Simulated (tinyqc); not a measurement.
Thermal stress, cracking, delamination and buckling of a thin film; Griffith cracks and misfitting inclusions. Changing the substrate Young's modulus E_s. Computed by tinyqc, a small Python program. Command: `OMP_NUM_THREADS=1 python tinyqc.py 3008477 3008478 out.jsonl filmcrack sweep`. One thread of a shared host (Intel(R) Xeon(R) Processor @ 2.30GHz), about 0.01 s of CPU time with the checks.

Isotropic linear elasticity; the substrate is much thicker than the film; stress is positive in tension.

Inputs (values chosen for the exercise, modelled on a porous low-k oxide on silicon):
```
quantity                      value        unit
film Young's modulus E         8.24         GPa
film Poisson ratio nu          0.26           -
film expansion alpha_f         12.2      1e-6/K
substrate expansion alpha_s     3.6      1e-6/K
deposition temperature T_d      475           K
final temperature T             300           K
intrinsic stress                  2         MPa
film thickness h                2.7  micrometre
substrate Poisson ratio nu_s   0.23           -
inclusion radius R            0.052  micrometre
```

Inclusion: sphere.

Method:
- Thermal strain = (alpha_f - alpha_s)(T_d - T); stress = E/(1 - nu) x strain + intrinsic stress; plane-strain modulus Ebar = E/(1 - nu^2); G0 = stress^2 h/(2 Ebar) is the energy freed per area when a long strip loses its stress across its width.
- Dundurs alpha = (Ebar - Ebar_s)/(Ebar + Ebar_s), with Ebar_s = E_s/(1 - nu_s^2). The channel-crack factor is taken as g = 1.258 (1 - alpha)^(-0.7), a rough interpolation chosen for the exercise (1.258 is the value for matched materials).
- Film material fills a sphere of radius R in the substrate, with the misfit e = thermal strain (it wants to shrink if e > 0). Radial stress at the wall s0 = e/[(1 - 2 nu)/E + (1 + nu_s)/(2 E_s)]; inside it is uniform and hydrostatic; outside s_rr = s0 (R/r)^3, s_tt = -s_rr/2. Keep-out radius: where |s_rr| falls to 10 MPa (R if it is lower at the wall).

One run for each value:
```
substrate Young's modulus E_s (GPa)  Dundurs alpha  factor g  radial stress at the wall s0 (MPa)
5.0                                        0.25205    1.5416                               8.303
8.6                                       -0.01356    1.2462                              11.598
15.0                                      -0.28370    1.0562                              15.163
26.0                                      -0.51295    0.9415                              18.375
45.0                                      -0.68634    0.8726                              20.926
77.0                                      -0.80391    0.8324                              22.721
130.0                                     -0.87902    0.8090                              23.895
230.0                                     -0.92977    0.7940                              24.702
400.0                                     -0.95901    0.7857                              25.171
```

Over the rows, Dundurs alpha falls from 0.252 to -0.959; factor g falls from 1.54 to 0.786 (exponent d ln y / d ln x -0.39 between the first rows and -0.019 between the last); radial stress at the wall s0 (MPa) rises from 8.30 to 25.2 (exponent d ln y / d ln x 0.62 between the first rows and 0.034 between the last).
